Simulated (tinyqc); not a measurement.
Thermionic-field emission through a Schottky barrier, WKB: one step of the calculation.

Metal on an n-type semiconductor with one parabolic valley; V > 0 is forward bias (metal positive). Energies E are counted from the conduction edge of the neutral semiconductor, whose Fermi level lies at -xi; that of the metal lies at -xi - V. The barrier is a parabola of height Vd = phi - xi - V (depletion approximation, no image force).

Task. Fermi level, barrier and E00. Nc = 2 (2 pi me m0 kB T/h^2)^1.5 (times 1e-6 for cm^-3); Nd = Nc F12(-xi/Vt), F12(x) = (2/sqrt(pi)) int_0^infinity sqrt(u)/(1 + exp(u - x)) du; E00 = (hbar/2) sqrt(Nd/(me m0 eps0 eps_r)) in SI units (volts). W = sqrt(2 eps0 eps_r Vd/(q Nd)).

Values chosen for this exercise; band and dielectric values close to those of cadmium telluride: temperature T = 300 K; electron mass me = 0.101 m0; relative permittivity eps_r = 10.1; barrier height seen from the metal phi = 0.68 eV; donor density Nd = 2.5e19 cm^-3; bias V = 0.3 V.

Constants: q = 1.602176634e-19 C, kB = 1.380649e-23 J/K, hbar = 1.054571817e-34 J s, h = 6.62607015e-34 J s, m0 = 9.1093837015e-31 kg, Vt = kB T/q, eps0 = 8.8541878128e-14 F/cm where lengths are in cm. Results are converted to the units shown.

Give: Nc; xi; Vd; W; E00; E00/Vt.

Result.

Nc = 8.055e17 cm^-3
xi = -0.3069 eV
Vd = 0.6869 V
W = 5.538 nm
E00 = 91.91 meV
E00/Vt = 3.555

By a common rule of thumb, E00/Vt below 0.5 marks thermionic emission, 0.5 to 5 thermionic-field emission and above 5 field emission. By that rule alone: thermionic-field emission; with a high barrier, tunnelling near its top can carry most of the current even below 0.5.

Range of the model: The depletion approximation, a parabolic band and the neglect of image-force lowering make these currents estimates at high doping.

Numbers from tinyqc (`OMP_NUM_THREADS=1 python tinyqc.py 2640107 2640108 out.jsonl`; about 0.05 s on one thread of a shared Intel Xeon 2.30GHz).
